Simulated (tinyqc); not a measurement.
# Which input was changed?

Model: Holstein polaron on two sites. Computed by tinyqc, a small Python program. Command: `OMP_NUM_THREADS=1 python tinyqc.py 3020928 3020929 out.jsonl holstein which`. One thread of a shared host (Intel(R) Xeon(R) Processor @ 2.30GHz), about 0.1 s of CPU time with the checks.

One electron on sites 1 and 2: H = -t (c1+ c2 + c2+ c1) + hbar omega sum_i b_i+ b_i - g hbar omega sum_i n_i (b_i + b_i+). The symmetric phonon shifts the energy by -g^2 hbar omega/2 and drops out; with b = (b_1 - b_2)/sqrt(2) there remains H = -t sigma_x + hbar omega b+ b - (g hbar omega/sqrt(2)) sigma_z (b + b+). Parity splits it into blocks p = +1 and -1 over phonon numbers n. Zero-point energies are left out. Weights Z refer to mode b alone; the displaced symmetric mode multiplies the full zero-phonon weight by exp(-g^2/2).

Inputs (values chosen for the exercise, for a model dimer): hopping t = 56 meV; phonon energy hbar omega = 108 meV; coupling g = 0.795.

Method. Block p: H_nn = n hbar omega - p t (-1)^n - g^2 hbar omega/2, H_(n,n+1) = -(g hbar omega/sqrt(2)) sqrt(n + 1). Use 60 levels in both blocks; Z = c_0^2 is the weight of n = 0 in the ground state c; the splitting is the lowest odd level less the lowest even one, which without coupling is the smaller of 2t and hbar omega; <sigma_x> = sum (-1)^n c_n^2 measures the kinetic energy.

Question. One of these inputs alone was changed, within the range given: hopping t (28 to 112); phonon energy hbar omega (54 to 216); coupling g (0.3975 to 1.59). Which one, and to what value?

Results:
```
run     mean phonon number in b  ground-state energy (meV)  splitting (meV)
before                0.1117135                  -108.3130         50.68355
after                 0.1310290                  -120.9956         53.04065
```

Answer.

Each candidate set to reproduce mean phonon number in b, and what it then gives:
```
candidate                       range searched  value needed  ground-state energy (meV)  splitting (meV)
hopping t (meV)                      28 to 112         46.52                    -100.52           44.065
phonon energy hbar omega (meV)       54 to 216         130.0                    -121.00           53.041
coupling g                      0.3975 to 1.59        0.8422                    -114.91           47.457
```

Only phonon energy hbar omega fits every result: it went from 108 to 130 meV. The next best candidate, coupling g, misses one result by 11 %.

Caution: with hbar omega below 2t the lowest odd level starts as a one-phonon state, so the splitting here is a softened phonon and not a narrowed hopping.
